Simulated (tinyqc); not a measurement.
Hydrogenic impurity: series, fields, screening, photoionisation and donor-acceptor pairs: one step, computed by the program tinyqc.

One isotropic, parabolic band. Effective units: Ry* and a*, in which H = -nabla^2 - 2/r.

Problem. Effective units and the series. Ry* = Ry m/eps^2, a* = a_0 eps/m; level n is bound by Ry*/n^2; <r> = (3/2) a* in 1s; lines 1s -> np at Ry* (1 - 1/n^2); 1 THz = 4.135667696 meV.

Inputs (values chosen for the exercise, for a model semiconductor): electron mass m = 0.43 m_0; dielectric constant eps = 11.5.

Parts treated: screening and pairs.

Constants: Ry = 13.605693123 eV; a_0 = 0.529177210903 angstrom; h x 1 THz = 4.135667696 meV.

Give: Ry*; a*; <r> of 1s; Series.

Solution.

Ry* = 44.238 meV

a* = 14.152 angstrom

<r> of 1s = 21.229 angstrom

Series:
```
n,binding (meV),line from 1s (meV),line (THz)
2,11.059,33.178,8.022
3,4.915,39.322,9.508
4,2.765,41.473,10.028
5,1.770,42.468,10.269
```
